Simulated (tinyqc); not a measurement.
Inside a calculation. Model: heat flow across a film from the phonon Boltzmann equation in the relaxation-time approximation. Computed by tinyqc, a small Python program that keeps every step. Command: `OMP_NUM_THREADS=1 python tinyqc.py 3004010 3004011 out.jsonl slabbte walk`. One thread of a shared host (Intel(R) Xeon(R) Processor @ 2.30GHz), about 0.01 s of CPU time with the checks. Intermediate numbers are printed to about 6 digits and carried at full precision; extremes and crossings named in words are read from the listed rows.

Two black walls, hot at x = 0 and cold at x = L, emit phonons isotropically. For one free path Lambda, with tau = x/Lambda, tau_L = L/Lambda and phi = (T - T_cold)/Delta T, energy balance gives phi(tau) = (1/2) [E2(tau) + int_0^tau_L phi(s) E1(|tau - s|) ds]; E_n are the exponential integrals. The flux over the ballistic flux C v Delta T/4 is psi = 1 - 2 int_0^tau_L phi(s) E2(s) ds, and kappa_eff/kappa = (3/4) tau_L psi. kappa = C v Lambda/3 is an input, so at fixed kappa a longer free path means a smaller C v.

Inputs (values chosen for the exercise, modelled on diamond):
```
quantity                             value     unit
bulk conductivity kappa               1860  W/(m K)
film thickness L                       960       nm
wall temperature difference Delta T     14        K
free path Lambda_1                     500       nm
free path Lambda_2                    5800       nm
share f_2 of kappa                    0.36        -
cells n in the small system              6        -
```

Free-path groups: two.

## The small linear system for Lambda_1

Cut the film into n equal cells with constant phi, collocated at the centres c_i: the kernel integrates to A_ij = |E2(|c_i - e_j|) - E2(|c_i - e_(j+1)|)|/2 for cell edges e_j, and A_ii = 1 - E2(half a cell); solve (1 - A) phi = E2(c)/2; psi = 1 - 2 sum_j phi_j [E3(e_j) - E3(e_(j+1))].

optical thickness tau_L = 1.92

1 - A:
```
           1          2          3          4          5          6
1   0.626674  -0.144294  -0.068618  -0.038115  -0.022621  -0.013950
2  -0.144294   0.626674  -0.144294  -0.068618  -0.038115  -0.022621
3  -0.068618  -0.144294   0.626674  -0.144294  -0.068618  -0.038115
4  -0.038115  -0.068618  -0.144294   0.626674  -0.144294  -0.068618
5  -0.022621  -0.038115  -0.068618  -0.144294   0.626674  -0.144294
6  -0.013950  -0.022621  -0.038115  -0.068618  -0.144294   0.626674
```

right-hand side E2(c)/2: 0.313337  0.169043  0.100426  0.0623105  0.0396895  0.0257394

flux weights E3(e_j) - E3(e_(j+1)): 0.209163  0.109980  0.0650460  0.0402787  0.0256269  0.0166072

## Temperature profile and flux in the small system

In short, (1 - A) phi = b and psi = 1 - 2 sum_j w_j phi_j, with b the right-hand side and w_j the flux weights; the cells divide 0 to tau_L.

phi at the cell centres: 0.755245  0.649641  0.549506  0.450494  0.350359  0.244755

psi, small system = 0.407303

## Fine solution for Lambda_1

Use 150 and 300 cells and extrapolate psi = (4 psi(300) - psi(150))/3. The jump at the hot wall is 1 - phi there (linear extrapolation from the first two of 300 cells). Two-flux (diffusion with slip) formula: psi = 1/(1 + 3 tau_L/4).

psi for Lambda_1 = 0.399445

kappa_eff/kappa for Lambda_1 = 0.575201

jump at the wall / Delta T for Lambda_1 = 0.173768

psi, two-flux formula = 0.409836

The small system misses psi by +1.97 % and the two-flux formula by +2.6 %. For Lambda_1 alone: Jumps at the walls and the gradient inside share Delta T.

## Conductivity, flux and boundary resistance of the film

Each group is solved on its own with 150 and 300 cells, psi = (4 psi(300) - psi(150))/3, and weighted by its share of kappa (f_1 is what the others leave); exchange of energy between groups inside the film is left out. Flux J = kappa_eff Delta T/L; apparent boundary resistance per wall (L/kappa_eff - L/kappa)/2.

kappa_eff = 757.092 W/(m K)

kappa_eff/kappa = 0.407039

flux J = 11.0409 GW/m^2

apparent resistance per wall = 0.375941 m^2 K/GW

## Exact and approximate size effects

Two-flux: kappa_eff/kappa = sum f_i/(1 + 4 Lambda_i/(3 L)). Matthiessen with the thickness: sum f_i/(1 + Lambda_i/L). Ballistic limit: sum f_i 3 L/(4 Lambda_i).

Kappa_eff/kappa:
```
L (nm)  Boltzmann   two-flux  Matthiessen  ballistic limit
15      0.0146928  0.0147801    0.0195694        0.0150983
50      0.0462617  0.0469638    0.0612587        0.0503276
120      0.100613   0.103128     0.131168         0.120786
300      0.205498   0.212065     0.257705         0.301966
750      0.360512   0.370651     0.425221         0.754914
2000     0.544080   0.553973     0.604308          2.01310
5000     0.697205   0.706067     0.748485          5.03276
12000    0.817943   0.825235     0.857097          12.0786
```

The two-flux formula lies above the Boltzmann result by at most about 3.2 % (at L = 300 nm); the Matthiessen form is high by up to 33 %, since it misses the factor 3/4 of the ballistic limit. The thinnest film reaches 97 % of that limit, and the thickest, 25 Lambda_1, only 82 % of the bulk value: the long free paths keep the size effect alive far beyond Lambda_1.

Checks made by the program: symmetry phi(tau) + phi(tau_L - tau) = 1 (relative difference below 1e-10); thick-film limit psi = 1/(3 tau_L/4 + 1.0657) at tau_L = 20 (relative difference 2e-04).
